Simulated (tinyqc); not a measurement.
Schottky barrier with interface states (Cowley-Sze model), image lowering and contact resistance: one step, computed by the program tinyqc. Command: `OMP_NUM_THREADS=1 python tinyqc.py 3015473 3015474 out.jsonl pinning walk`. One thread of a shared host (Intel(R) Xeon(R) Processor @ 2.30GHz), about 0.01 s of CPU time with the checks.

An n-type semiconductor under a metal. The barrier lies between the Schottky-Mott limit phi_M - chi and the Bardeen limit E_g - E_n, E_n being the neutrality level of the interface states; the space-charge term of the full Cowley-Sze expression is left out.

Question. Thermionic current. A* = 4 pi e m_e M_c k_B^2/h^3 (a simple valley count); J_s = A* T^2 exp(-phi/k_B T). J_0 uses phi_B; the reverse current uses phi_B less the image lowering, times 1 - exp(-V_r/k_B T).

Inputs (values chosen for the exercise, for a model semiconductor):
```
quantity           value  unit
electron mass m_e  0.299   m_0
valleys M_c            6     -
temperature T        300     K
reverse bias V_r     1.5     V
```

Pinning factor from: Moench relation.

barrier phi_B = 0.6732719 eV

image lowering = 0.03983988 eV

Constants: e = 1.602176634e-19 C; m_0 = 9.1093837015e-31 kg; k_B = 1.380649e-23 J/K; h = 6.62607015e-34 J s; k_B = 8.617333262e-05 eV/K.

Give: Richardson constant A*; J_0; thermionic reverse current.

Answer.

Richardson constant A* = 215.6 A cm^-2 K^-2

J_0 = 9.493e-05 A/cm^2

thermionic reverse current = 4.433e-04 A/cm^2

Image lowering raises the reverse current by a factor 4.67.
